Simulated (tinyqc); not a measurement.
# Changing the step factor eta

Model: geometry relaxation of a small cluster. Computed by tinyqc, a small Python program. Command: `OMP_NUM_THREADS=1 python tinyqc.py 3017247 3017248 out.jsonl relax sweep`. One thread of a shared host (Intel(R) Xeon(R) Processor @ 2.30GHz), about 0.07 s of CPU time with the checks.

E = sum_(i<j) phi(r_ij), phi(r) = eps [exp(-2 alpha (r - r0)) - 2 exp(-alpha (r - r0))]; the force on i is -sum_j phi'(r_ij) (R_i - R_j)/r_ij.

Inputs (values chosen for the exercise, for model atoms):

| quantity | value | unit |
|---|---|---|
| length r0 | 3.06 | angstrom |
| well depth eps | 0.24 | eV |
| stiffness alpha | 1.83 | 1/angstrom |
| largest number of steps | 500 | - |

Potential: Morse. Method: steepest descent.

starting positions (angstrom):
```
           x      y      z
atom 1  0.07   0.07  -0.22
atom 2  3.13  -0.25   0.03
atom 3  1.39   2.87  -0.07
atom 4  1.54   0.81   2.43
atom 5  1.53   0.92  -2.48
```

Method:
- Steepest descent: R(new) = R + eta F.
- No atom moves more than 0.3 angstrom a step (the whole step is scaled). Stop when the largest force component is below 1e-5 eV/angstrom.
- Hessian at the final positions by central differences of the forces; six eigenvalues vanish (translations and rotations). Steepest descent is stable for eta below 2/lambda_max and contracts the softest mode by 1 - eta lambda_min a step.

One run for each value:

| step factor eta (angstrom^2/eV) | steps | final energy (eV) | largest stable eta (angstrom^2/eV) |
|---|---|---|---|
| 0.024 | 408 | -2.1739 | 0.29209 |
| 0.035 | 279 | -2.1739 | 0.29209 |
| 0.051 | 190 | -2.1739 | 0.29209 |
| 0.074 | 130 | -2.1739 | 0.29209 |
| 0.110 | 86 | -2.1739 | 0.29209 |
| 0.160 | 58 | -2.1739 | 0.29209 |
| 0.230 | 39 | -2.1739 | 0.29209 |

Over the rows, steps falls from 408 to 39.0 (exponent d ln y / d ln x -1.0 between the first rows and -1.1 between the last). The final energy is the same in every row; the largest stable eta for plain steepest descent is 0.292. Well below that limit the count falls about as 1/eta; above it the steps overshoot and the run cannot settle, so such values give no row. Left out: 0.330, 0.480 (the iteration did not converge within its cap).

Extremes, crossings and ranges named in words are read from the listed rows.
